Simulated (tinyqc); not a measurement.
Molecular dynamics of a small cluster by velocity Verlet steps: one step, computed by the program tinyqc.

E = sum_i {sum_j A exp(-p (r_ij/r0 - 1)) - xi sqrt(rho_i)}, rho_i = sum_j exp(-2 q (r_ij/r0 - 1)); the force on i is -sum_j w_ij (R_i - R_j)/r_ij with w_ij = -(2p/r0) A exp(-p (r_ij/r0 - 1)) + (xi q/r0) exp(-2 q (r_ij/r0 - 1)) (rho_i^(-1/2) + rho_j^(-1/2)).

Question. State at the start. Velocity Verlet: a = c F/M with c = 9.648533212e-3 angstrom/fs^2 per eV/(angstrom u); R(new) = R + v dt + a dt^2/2; v(new) = v + (a + a(new)) dt/2. Kinetic energy K = M v^2/(2c); temperature T = 2K/((3N - 3) k_B), rotation of the cluster included. After each step v is scaled by sqrt(1 + (dt/tau)(T0/T - 1)).

Inputs (values chosen for the exercise, for model atoms):
```
quantity               value      unit
length r0               3.01  angstrom
repulsion A             0.13        eV
hopping xi              1.62        eV
decay p                 11.9         -
decay q                 3.31         -
atomic mass M           71.4         u
time step dt             3.7        fs
target temperature T0    500         K
coupling time tau         50        fs
```

Potential: Gupta. Thermostat: Berendsen.

starting positions (angstrom):
```
            x     y      z
atom 1  -0.04  0.01   0.11
atom 2   2.79  0.05   0.02
atom 3   1.38  2.44  -0.06
atom 4   1.41  0.81   2.26
atom 5   1.41  0.84  -2.31
```

starting velocities (angstrom/fs):
```
               x         y         z
atom 1  -0.00149   0.00064   0.00087
atom 2   0.00054  -0.00031  -0.00233
atom 3   0.00105   -0.0019  -0.00154
atom 4   0.00038   0.00046   0.00371
atom 5  -0.00048    0.0011  -0.00071
```

Constants: 1 eV/(angstrom u) = 9.648533212e-03 angstrom/fs^2; k_B = 8.617333262e-05 eV/K.

Give: forces; potential energy; kinetic energy; temperature.

Answer.

forces (eV/angstrom):
```
              x        y        z
atom 1   0.0188  -0.0054  -0.7351
atom 2   0.1771  -0.2506  -0.3957
atom 3  -0.1162   0.1870   0.1546
atom 4   0.0697   0.2916   0.4524
atom 5  -0.1494  -0.2226   0.5238
```

potential energy = -13.90 eV

kinetic energy = 0.1197 eV

temperature = 231.5 K
